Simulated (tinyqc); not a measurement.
Graded p-n junction, non-linear Poisson equation by Newton steps: course of the Newton iteration.

One dimension, p side on the left, n side on the right; net doping C = (Nd - Na)/2 + ((Nd + Na)/2) tanh(x/Lg). The potential psi is counted from the intrinsic level, and the quasi-Fermi potentials are flat: 0 for holes and -V for electrons, so n = ni exp((psi + V)/Vt) and p = ni exp(-psi/Vt) (Boltzmann statistics, full ionisation, no current).

a_i = eps0 eps_r/h_i for the interval from node i to i + 1, with h_i = x_(i+1) - x_i in cm.

Start: The parabolas of an abrupt Na-Nd junction in the depletion approximation: psi_p + q Na (x + xp)^2/(2 eps0 eps_r) for -xp < x < 0, psi_n - q Nd (xn - x)^2/(2 eps0 eps_r) for 0 < x < xn, flat outside, with W = sqrt(2 eps0 eps_r (psi_n - psi_p)(1/Na + 1/Nd)/q), xp = W Nd/(Na + Nd), xn = W Na/(Na + Nd), psi_p = -Vt ln(Na/ni), psi_n = Vt ln(Nd/ni) - V.

n_i = ni exp((psi_i + V)/Vt), p_i = ni exp(-psi_i/Vt), rho_i = p_i - n_i + C_i, g_i = (n_i + p_i)/Vt. Box widths w_i = (h_(i-1) + h_i)/2 in cm. Residual F_i = a_i (psi_(i+1) - psi_i) - a_(i-1) (psi_i - psi_(i-1)) + q rho_i w_i; Jacobian: a_(i-1) and a_i beside the diagonal, b_i = -a_(i-1) - a_i - q g_i w_i on it. The two end nodes are fixed.

Solve the tridiagonal system a_(i-1) d_(i-1) + b_i d_i + a_i d_(i+1) = -F_i for nodes 1 to 9, with d = 0 on fixed nodes. The full step is added.

Stop when the largest undamped |d| is below 1e-9 V, or after 80 iterations.

Values chosen for this exercise; band and dielectric values close to those of cadmium telluride:
```
symbol    value   unit                                 meaning
T           300      K                             temperature
Eg         1.48     eV                                band gap
eps_r        10                          relative permittivity
Nc      7.93e17  cm^-3  conduction-band density of states at T
Nv      1.76e19  cm^-3     valence-band density of states at T
Na       1.3e18  cm^-3          acceptor density of the p side
Nd         2e16  cm^-3             donor density of the n side
V             0      V   bias of the p side against the n side
Lg          160     nm                          grading length
```

Constants: q = 1.602176634e-19 C, kB = 1.380649e-23 J/K, Vt = kB T/q, eps0 = 8.8541878128e-14 F/cm where lengths are in cm. Results are converted to the units shown.

```
node	x (nm)	net doping C (cm^-3)
0	-1280	-1.30000e18
1	-895	-1.29998e18
2	-573	-1.29898e18
3	-308	-1.27250e18
4	-90	-9.76488e17
5	90	-3.03512e17
6	312	-6.18920e15
7	585	1.91200e16
8	921	1.99868e16
9	1330	1.99999e16
10	1840	2.00000e16
```

ni = 1.38338e6 cm^-3

Course of the iteration:
```
iteration	largest |F| (C/cm^2)	largest |d| (V)	at node
1	1.07e-6	11.2	5
2	2.50e170	6.44	6
3	9.19e169	0.324	7
4	3.38e169	1.66	7
5	1.24e169	0.0259	5
6	4.58e168	0.0259	5
7	1.68e168	0.0259	5
8	6.20e167	0.0259	5
9	2.28e167	0.0259	6
...	...	...	...
72	9.94e139	0.0259	5
73	3.66e139	0.0259	5
74	1.34e139	0.0259	5
75	4.95e138	0.0259	5
76	1.82e138	0.0259	5
77	6.69e137	0.0259	5
78	2.46e137	0.0259	5
79	9.06e136	0.0259	5
80	3.33e136	0.0259	6
```

Did this iteration meet its convergence test, and what does its course show?

No. Not converged within 80 iterations. The largest step sits at about Vt = 25.9 mV an iteration. An early full step of 11.2 V left a carrier density far too high, and where one exponential dominates the residual a Newton step lowers its exponent by only one. A rerun with logarithmic damping (each d replaced by sign(d) Vt ln(1 + |d|/Vt)) from the same start converges in 19 iterations.

Program tinyqc, `OMP_NUM_THREADS=1 python tinyqc.py 2000015 2000016 out.jsonl`; Intel Xeon 2.30GHz, shared host, one thread, about 0.06 s.
